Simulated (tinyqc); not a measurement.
Position of the spike: inter-valley coupling by envelope functions against a chain of atomic planes.

Chain: E(phi) = e0 + 2 v cos(phi) + 2 u cos(2 phi), cos(phi0) = -v/(4u), e0 = 2u + v^2/(4u); plane j = 0, 1, ... has the potential V_j = dE x_j + F (j - 30) a/4 (1 MV/m = 1e-4 V/angstrom). There are 30 barrier planes a side; with y = j - 29.5, x_j = xb (f(y) + f(Nw - y)), f(y) = 1/(1 + exp(y/L)), plus any Ge added in the well. The valley splitting is the spacing of the two lowest levels. Envelope theory: F_j solves a one-valley chain with hopping -b and diagonal 2b + V_j, b = 4u sin^2(phi0), sum F_j^2 = 1; the valleys couple by Dv = sum_j F_j^2 V_j exp(-2 i phi0 j) and split by 2|Dv|.

Parameters, chosen for this exercise (near those of the Delta valleys of silicon in a SiGe well; the results hold for these values, not for the real material):

| symbol | value | unit | meaning |
|---|---|---|---|
| a | 5.431 | angstrom | lattice constant; planes lie a/4 apart |
| u | 0.59 | eV | second-neighbour hopping |
| v | 0.512 | eV | nearest hopping |
| Nw | 56 |  | planes in the well |
| L | 1 | planes | interface width |
| xb | 0.21 |  | Ge fraction of the barriers |
| dE | 0.63 | eV | offset per unit Ge fraction |
| F | 0 | MV/m | field |
| xs | 0.09 |  | Ge fraction added on that plane |

The spike is moved through the well; position counted from the first well plane, j - 30.

Against position:

| j - 30 | F_j^2, smooth | mean of the doublet (meV) | splitting, chain (micro-eV) | envelope | first order |
|---|---|---|---|---|---|
| 3 | 0.00372 | 5.75 | 331 | 325 | 421 |
| 7 | 0.00860 | 5.94 | 726 | 711 | 976 |
| 11 | 0.01464 | 6.19 | 1224 | 1199 | 1660 |
| 17 | 0.02374 | 6.62 | 2083 | 2058 | 2692 |
| 22 | 0.02933 | 6.95 | 2743 | 2727 | 3326 |
| 28 | 0.03163 | 7.11 | 3066 | 3053 | 3587 |
| 36 | 0.02630 | 6.77 | 2368 | 2347 | 2982 |
| 45 | 0.01307 | 6.13 | 1090 | 1067 | 1483 |
| 53 | 0.00278 | 5.71 | 254 | 250 | 315 |

The splitting is largest at plane 28 among these rows (3066 micro-eV), and the smooth envelope peaks at plane 28, counting all planes; without a spike it is 0.81. Where the splitting exceeds 20 micro-eV the envelope theory lies within 2.2 % of the chain and first order within 36 %.

tinyqc: `OMP_NUM_THREADS=1 python tinyqc.py 1482485 1482486 out.jsonl`; about 0.1 s, one thread, shared Intel(R) Xeon(R) Processor @ 2.30GHz.
